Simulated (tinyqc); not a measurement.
Inside a calculation. Model: donor or exciton in a quantum well (variational effective-mass method). Computed by tinyqc, a small Python program that keeps every step. Command: `OMP_NUM_THREADS=1 python tinyqc.py 3016602 3016603 out.jsonl welldonor walk`. One thread of a shared host (Intel(R) Xeon(R) Processor @ 2.30GHz), about 0.2 s of CPU time with the checks. Intermediate numbers are printed to about 5 digits and carried at full precision; extremes and crossings named in words are read from the listed rows.

H = -nabla^2 - 2/|r - r_i| + V(z) in effective units; trial function psi = f(z) exp(-|r - r_i|/lambda), f the ground state of the well. Mass and screening are the same in well and barrier; l = L/a* is the width in effective units. Bands are flat: no polarisation or applied field.

Inputs (values chosen for the exercise, modelled on ZnSe):

| quantity | value | unit |
|---|---|---|
| electron mass m | 0.144 | m_0 |
| dielectric constant eps | 8.81 | - |
| well width L | 1.6 | nm |
| trial radius lambda | 0.47 | a* |
| donor position z_i/L from the centre | 0.5 | - |
| barrier height V_0 | 0.11 | eV |

Centre: donor. Barriers: finite.

Constants: Ry = 13.605693123 eV; a_0 = 0.529177210903 angstrom.

## Effective units

Ry* = Ry m/eps^2, a* = a_0 eps/m; l = L/a*.

mass used = 0.144 m_0

Ry* = 25.242 meV

a* = 3.2375 nm

l = 0.49420

Caution: so narrow a well has large confinement energy, where non-parabolicity and barrier penetration matter.

## The subband

k solves k tan(k l/2) = sqrt(v - k^2), v = V_0/Ry*, 0 < k l/2 < pi/2 (bisection); f = cos(k z) inside and cos(k l/2) exp(-kappa (|z| - l/2)) outside, kappa = sqrt(v - k^2); subband energy k^2 Ry*.

k = 1.8689 1/a*

subband energy = 88.163 meV

kappa = 0.93011 1/a*

## Binding at the trial radius

Binding E_b(lambda) = -1/lambda^2 + 4 A/(lambda B), with A = int f^2 exp(-2 s/lambda) dz, B = int f^2 exp(-2 s/lambda)(1 + 2 s/lambda) dz and s = |z - z_i|; 40 Gauss-Legendre points on each piece between the walls at z = -l/2 and l/2 and z_i, and out to 12/(kappa + 1/lambda) beyond the walls.

A = 0.33747 a*

B = 0.61150 a*

E_b(lambda) = 0.16986 Ry*

## Best radius

Golden-section search for the maximum over lambda from 0.3 to 4, 40 steps.

best lambda = 0.98734 a*

binding in Ry* = 1.5000

binding energy = 37.862 meV

radius lambda a* = 3.1965 nm

Confinement changes the binding by a factor 1.500 against the bulk value (with finite barriers it peaks in a narrow well and returns to 1 as L tends to 0, and away from the walls of a wide well it tends to 1).

## Binding against well width

Each row maximises over lambda (golden section, 0.3 to 4).

Against width:

| L (nm) | lambda (a*) | binding (Ry*) | binding (meV) |
|---|---|---|---|
| 0.88 | 0.9760 | 1.4107 | 35.610 |
| 1.60 | 0.9873 | 1.5000 | 37.862 |
| 2.90 | 1.0609 | 1.3912 | 35.117 |
| 5.10 | 1.2083 | 1.1123 | 28.077 |

The binding peaks at 1.500 Ry* near L = 1.6 nm: in narrower wells the envelope leaks into the barriers and returns towards three dimensions. In the widest well it is 1.112 Ry*. Rows under about 2 nm are a few atomic layers, where the envelope model is only a guide.

## Binding against position

The formulas are those given above.

Against position:

| z_i/L | lambda (a*) | binding (Ry*) | binding (meV) |
|---|---|---|---|
| 0.0 | 0.94208 | 1.5969 | 40.310 |
| 0.1 | 0.94397 | 1.5926 | 40.202 |
| 0.2 | 0.94961 | 1.5800 | 39.882 |
| 0.3 | 0.95890 | 1.5596 | 39.367 |
| 0.4 | 0.97162 | 1.5324 | 38.682 |
| 0.5 | 0.98734 | 1.5000 | 37.862 |

From the centre to the wall the binding falls from 40.310 to 37.862 meV, 94 % of the centre value, since the walls keep the electron away from an off-centre ion; uniform doping thus gives a band of levels 2.448 meV wide, with a peak in its density at the centre value, where the slope vanishes.

Checks made by the program: the wide-well limit, 1 Ry* (relative difference 3e-03).
